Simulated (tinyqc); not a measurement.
Trench capacitor in an array: capacitance, non-linearity, leakage and relaxation: cell against the film thickness.

A film between two metal electrodes, each interface adding a series capacitance ci. The small-signal permittivity is ek (1 + aq E^2); the field is found with the linear permittivity. Leakage J = J0 sinh(E/Ef). After a voltage step the film passes a relaxation current kr C V tt^(-nr), tt being the time in seconds. The sidewall is a coaxial capacitor with radii a = dm/2 - t and b = dm/2, depth AR dm; the end face is left out.

Per length 1/c = ln(b/a)/(2 pi eps0 ek) + (1/a + 1/b)/(2 pi ci); cell capacitance c AR dm; per footprint over pt^2; fields c V/(2 pi eps0 ek r) at r = a and b; resistance of the inner electrode rho AR dm/(pi a^2); time constant R C/3 of the distributed line.

Inputs (values chosen for the exercise); permittivity of the order of that of hafnium oxide:
```
symbol  value     unit                                                             meaning
ek       20.4                                            relative permittivity of the film
ci       1000  uF/cm^2  capacitance of each electrode interface (dead layer and screening)
V         2.3        V                                                                bias
dm        200       nm                                                diameter of the hole
AR         20                                            aspect ratio, depth over diameter
pt        300       nm                                           pitch of the square array
rho       280  uohm cm                                  resistivity of the inner electrode
```

Constants: eps0 = 8.8541878128e-14 F/cm where lengths are in cm. Results are converted to the units shown.

Cell against the film thickness:
```
t (nm),cell capacitance (fF),per footprint (uF/cm^2),field at a (MV/cm),field at b (MV/cm),R (kohm),R C/3 (ps)
6.3,69.36,77.07,3.751,3.514,0.4061,9.389
8.5,50.89,56.54,2.818,2.578,0.4258,7.223
12,35.41,39.34,2.038,1.794,0.4604,5.433
16,25.98,28.86,1.567,1.316,0.5053,4.375
21,19.22,21.36,1.233,0.9740,0.5712,3.661
28,13.80,15.33,0.9711,0.6992,0.6877,3.164
38,9.487,10.54,0.7753,0.4807,0.9274,2.933
```

What does the comparison show?

As t goes from 6.3 to 38, the cell capacitance falls from 69.4 to 9.49 fF, the capacitance per footprint falls from 77.1 to 10.5 uF/cm^2, the ratio of the two fields rises from 1.07 to 1.61 and R C/3 falls from 9.39 to 2.93 ps; the time constant goes as t^(-0.88) between the first two rows and t^(-0.25) between the last two.

tinyqc, about 0.01 s, one thread, Intel Xeon 2.30GHz (shared host): `OMP_NUM_THREADS=1 python tinyqc.py 2102177 2102178 out.jsonl`
